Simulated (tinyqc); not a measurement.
# n-type polysilicon, carrier trapping at grain boundaries: effect of the temperature

One-dimensional grains of size Lg, uniform ionised doping N, monovalent traps Qt at each boundary at a depth Et below (for electrons) or above (for holes) the band edge there, abrupt depletion of width W on each side of a boundary, Boltzmann statistics. xi is the distance from the band edge at the grain centre to the Fermi level. Trapped charge Qt/(1 + exp((xi + VB - Et)/Vt)) = 2 N W, barrier VB = q N W^2/(2 eps0 eps_r).

NB is given at 350 K and scales as (T/350 K)^1.5. If the trap equation with xi = Vt ln(NB/N) has a root W < Lg/2, the grain is partly depleted; otherwise W = Lg/2 and the trap equation gives xi = Et - VB + Vt ln(Qt/(N Lg) - 1). N* = Qt/Lg. n0 = NB exp(-xi/Vt); mean density n0 (1 - 2 W/Lg) by charge balance in a partly depleted grain, and n0 (sqrt(pi)/2) erf(u)/u with u = sqrt(VB/Vt) in a fully depleted one; v = sqrt(kB T/(2 pi ms m0)); barrier resistivity Vt exp(VB/Vt)/(q fe n0 v Lg); grain resistivity (1 - 2 W/Lg)/(q n0 mug); effective mobility 1/(q mean density total resistivity). Rows with xi above 0.45 V, towards mid-gap, are left out, since the other carrier type is ignored.

Parameters, values chosen for the exercise; values of the order met in polycrystalline silicon:
```
symbol,value,unit,meaning
eps_r,11.7,,relative permittivity
NB,3.53e19,cm^-3,conduction-band density of states at the reference temperature
Lg,51,nm,grain size
Qt,7.9e11,cm^-2,trap density of a grain boundary
Et,0.35,eV,depth of the trap level from the majority band edge at the boundary
ms,0.6,m0,mass for thermionic emission
fe,1,,correction factor of the emission rate
N,3.7e16,cm^-3,doping
```

Constants: q = 1.602176634e-19 C, kB = 1.380649e-23 J/K, m0 = 9.1093837015e-31 kg, Vt = kB T/q, eps0 = 8.8541878128e-14 F/cm where lengths are in cm. Results are converted to the units shown.

The same in every row: N/N* = 0.2389; depleted share 2 W/Lg = 1.000; VB (V) = 0.01860.

Results:
```
T (K)  xi (V)  mean density (cm^-3)  resistivity (ohm cm)  effective mobility (cm^2/(V s))
200    0.3514              1.562e10               1.026e6                            389.4
240    0.3554              5.298e11               2.898e4                            406.5
280    0.3594              6.815e12                  2214                            413.6
320    0.3634              4.759e13                 316.0                            415.0
400    0.3713              7.644e14                 19.97                            408.9
440    0.3753              2.144e15                 7.212                            403.7
```

Estimate the missing row, T = 360 K.

Computed row:
```
T (K)  xi (V)  mean density (cm^-3)  resistivity (ohm cm)  effective mobility (cm^2/(V s))
360    0.3673              2.205e14                 68.56                            412.9
```

With this row back in the table: As T goes from 200 to 440, VB stays at 0.0186 V, the resistivity falls from 1.03e6 to 7.21 ohm cm and the effective mobility goes from 389 through a maximum of 415 (at T = 320 among the rows listed) to 404 cm^2/(V s). The activation energy kB ln(rho1/rho2)/(1/T1 - 1/T2) is 0.369 eV between the first two rows and 0.386 eV between the last two; mug is held fixed. For T = 240, 280, 320, 360, 400, 440 VB is below Vt, where abrupt depletion and thermionic emission are rough. In every row the effective mobility exceeds mug, since drift through the depleted part of the grain is left out.

tinyqc, about 0.01 s, one thread, Intel Xeon 2.30GHz (shared host): `OMP_NUM_THREADS=1 python tinyqc.py 2830280 2830281 out.jsonl`
